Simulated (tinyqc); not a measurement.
Frequency dispersion of an accumulation capacitance by border traps, distributed model: one step of the calculation.

Traps spread evenly through the insulator exchange electrons with the semiconductor by tunnelling, with tau(x) = t0 exp(2 ka x) at depth x from the interface. The admittance per area Y seen at depth x obeys dY/dx = -Y^2/(i w eps0 eox) + q Nb ln(1 + i w tau)/tau, with Y(0) = i w Cs and w = 2 pi f; the gate sees Y(tox) = G + i w C. Working variable y = Y/(i w), in uF/cm^2. Cox = eps0 eox/tox.

Problem. Capacitance and conductance at the gate. Beyond xe the traps are ignored, so 1/y(tox) = 1/y(xe) + (tox - xe)/(eps0 eox); C = Re y, G/w = -Im y, loss tangent G/(w C).

Values chosen for this exercise; permittivity close to that of aluminium oxide: relative permittivity of the insulator eox = 8.35; insulator thickness tox = 8.7 nm; depth down to which the steps are taken xe = 1.4 nm.

Constants: eps0 = 8.8541878128e-14 F/cm where lengths are in cm. Results are converted to the units shown.

y at xe = 1.9957897-0.0114382i uF/cm^2

Find: y at the gate; C; G/w; loss tangent.

Solution.

y at the gate = 0.67185-0.00130i uF/cm^2
C = 0.67185 uF/cm^2
G/w = 0.0012962 uF/cm^2
loss tangent = 0.0019292

Computed by the program tinyqc: `OMP_NUM_THREADS=1 python tinyqc.py 2202060 2202061 out.jsonl`, one thread of a shared Intel Xeon 2.30GHz, about 0.5 s for the whole run.
